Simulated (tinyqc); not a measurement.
n-type polysilicon, carrier trapping at grain boundaries: two steps of the calculation.

One-dimensional grains of size Lg, uniform ionised doping N, monovalent traps Qt at each boundary at a depth Et below (for electrons) or above (for holes) the band edge there, abrupt depletion of width W on each side of a boundary, Boltzmann statistics. xi is the distance from the band edge at the grain centre to the Fermi level. Trapped charge Qt/(1 + exp((xi + VB - Et)/Vt)) = 2 N W, barrier VB = q N W^2/(2 eps0 eps_r).

Parameters, values chosen for the exercise; values of the order met in polycrystalline silicon: temperature T = 300 K; relative permittivity eps_r = 11.7; conduction-band density of states at T NB = 2.8e19 cm^-3; grain size Lg = 99 nm; trap density of a grain boundary Qt = 3.9e12 cm^-2; depth of the trap level from the majority band edge at the boundary Et = 0.32 eV; doping N = 1.7e18 cm^-3.

Constants: q = 1.602176634e-19 C, kB = 1.380649e-23 J/K, Vt = kB T/q, eps0 = 8.8541878128e-14 F/cm where lengths are in cm. Results are converted to the units shown.

Problem 1. New W. Partly depleted grain, xi = Vt ln(NB/N): f = 1/(1 + exp((xi + VB - Et)/Vt)), g = Qt f - 2 N W, g' = -2 Qt f (1 - f) VB/(W Vt) - 2 N, W(new) = W - g/g'.

W at the start = 11 nm

Wanted: VB; f; g; g'; W after iteration 1.

Solution 1.

VB = 0.1591 V
f = 0.9684
g = 3.689e10 cm^-2
g' = -4.734e11 cm^-2/nm
W after iteration 1 = 11.08 nm

Problem 2. Depletion width, Fermi level and barrier. If the trap equation with xi = Vt ln(NB/N) has a root W < Lg/2, the grain is partly depleted; otherwise W = Lg/2 and the trap equation gives xi = Et - VB + Vt ln(Qt/(N Lg) - 1). N* = Qt/Lg.

Find: N*; W; xi; VB; share of traps filled.

Solution 2.

N* = 3.939e17 cm^-3
W = 11.08 nm
xi = 0.07243 V
VB = 0.1613 V
share of traps filled = 0.9657

N is 4.32 N*, and the grain is partly depleted; VB = 6.24 Vt.

Computed by the program tinyqc: `OMP_NUM_THREADS=1 python tinyqc.py 2830079 2830080 out.jsonl`, one thread of a shared Intel Xeon 2.30GHz, about 0.01 s for the whole run.
